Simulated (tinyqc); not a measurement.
# Double-gate transistor below threshold, two-dimensional Poisson equation on a small mesh: effects of single changes

Half of a symmetric double-gate structure: row 0 is the mid-plane of the body, where the normal field vanishes. Mobile charge is neglected (subthreshold), the body is fully depleted, and potentials are counted from the intrinsic level; rows run upward to the gate, columns from source to drain.

Parameters, values chosen for the exercise; semiconductor permittivity close to that of germanium:
```
symbol,value,unit,meaning
T,300,K,temperature
eps_r,16.3,,relative permittivity of the semiconductor
eox,3.9,,relative permittivity of the insulator
tb,8,nm,half the body thickness
tox,1,nm,insulator thickness
L,48,nm,channel length
Na,0,cm^-3,acceptor density of the depleted body
Vbi,0.56,V,potential of the source
Vfb,0.03,V,gate offset
Vg,0.1,V,gate voltage
Vd,0.05,V,drain voltage
```

Constants: q = 1.602176634e-19 C, kB = 1.380649e-23 J/K, Vt = kB T/q, eps0 = 8.8541878128e-14 F/cm where lengths are in cm. Results are converted to the units shown.

Each table varies one quantity; the others keep the values above.

## Choice of the relaxation factor

Mesh: rows i = 0..2 in the semiconductor (step hs = tb/2, row 2 on the interface), then 1 step(s) ho = tox/1 up to the gate row 3; columns j = 0..4 (step hy = L/4). Box integration, divided by eps0: up_i = eps hy/h of the interval above row i, dn_i = that of the interval below (0 for row 0), lat_i = (sum of eps h/2 over the intervals above and below)/hy, s_i = -q Na w_i hy/eps0 with w_i the semiconductor height of the box (hs/2 for row 0 and the interface row, hs between, 0 in the insulator). Each free node obeys (up + dn + 2 lat) psi = up psi(above) + dn psi(below) + lat [psi(left) + psi(right)] + s. Fixed values: gate row Vg - Vfb; column 0 at Vbi and the last column at Vbi + Vd in the semiconductor, each running linearly to Vg - Vfb across the insulator. Sweeps go row by row from row 0, left to right, psi(new) = psi + omega (t - psi) with t the value that solves the node equation for the newest neighbours; free nodes start at zero; stop when the largest change is below 1e-7 V.

Choice of the relaxation factor:
```
omega  sweeps
1          45
1.1        36
1.2        28
1.3        20
1.4        19
1.5        23
1.6        30
1.7        43
1.8        68
1.9       139
```

Gauss-Seidel (omega = 1) takes 45 sweeps; the fewest, 19, are at omega = 1.4, and omega = 1.9 takes 139. The Jacobi matrix of this mesh has spectral radius rho = 0.8541, so theory puts the best factor at 2/(1 + sqrt(1 - rho^2)) = 1.32.

## Effect of half the body thickness

Mesh: rows i = 0..12 in the semiconductor (step hs = tb/12, row 12 on the interface), then 8 step(s) ho = tox/8 up to the gate row 20; columns j = 0..80 (step hy = L/80). The system is solved directly. On row 0 the minimum of psi and its place come from a parabola through the three lowest nodes; barrier = Vbi - minimum, swing = Vt ln 10/(d psi/dVg), DIBL = (d psi/dVd)/(d psi/dVg) there. Lambda = pi/k with k the smallest positive root of tan(k tox) tan(k tb) = eox/eps_r.

Result of one run:
```
tb (nm)  L/Lambda  barrier (V)  place y/L  swing (mV/decade)  DIBL (mV/V)
3.2         3.684       0.4865     0.4958              59.93        3.254
```

What becomes of these results when the half the body thickness tb is changed from 3.2 to 13 nm, all else the same?

Result of the changed run:
```
tb (nm)  L/Lambda  barrier (V)  place y/L  swing (mV/decade)  DIBL (mV/V)
13          1.412       0.3558     0.4886              80.57        167.7
```

The whole series:
```
tb (nm)  L/Lambda  barrier (V)  place y/L  swing (mV/decade)  DIBL (mV/V)
3.2         3.684       0.4865     0.4958              59.93        3.254
4.2         3.119       0.4814     0.4950              60.54        8.123
5.6         2.591       0.4698     0.4940              61.96        19.44
7.4         2.143       0.4484     0.4928              64.77        41.89
9.7         1.764       0.4134     0.4911              69.96        83.30
13          1.412       0.3558     0.4886              80.57        167.7
```

As tb goes from 3.2 to 13 nm, the barrier falls from 0.487 to 0.356 V, the swing rises from 59.9 to 80.6 mV a decade and DIBL rises from 3.25 to 168 mV/V; the ideal swing is 59.5. L/Lambda goes from 3.7 to 1.4.

## Effect of the channel length

Same model as above.

Effect of the channel length:
```
L (nm)  L/Lambda  barrier (V)  place y/L  swing (mV/decade)  DIBL (mV/V)
21        0.8872       0.2091     0.4789              131.5        564.7
26         1.098       0.2816     0.4846              100.2        322.1
31         1.310       0.3379     0.4876              84.57        199.3
38         1.605       0.3934     0.4902              73.32        110.1
46         1.943       0.4329     0.4920              66.97        59.47
56         2.366       0.4605     0.4935              63.15        28.95
68         2.873       0.4767     0.4946              61.11        12.65
83         3.507       0.4851     0.4956              60.10        4.609
```

As L goes from 21 to 83 nm, the barrier rises from 0.209 to 0.485 V, the swing falls from 131 to 60.1 mV a decade and DIBL falls from 565 to 4.61 mV/V; the ideal swing is 59.5. L/Lambda goes from 0.89 to 3.5. Between the last two rows DIBL decays with a length of 14.9 nm; 2 Lambda/pi is 15.1 nm.

Program tinyqc, `OMP_NUM_THREADS=1 python tinyqc.py 2480054 2480055 out.jsonl`; Intel Xeon 2.30GHz, shared host, one thread, about 0.09 s.
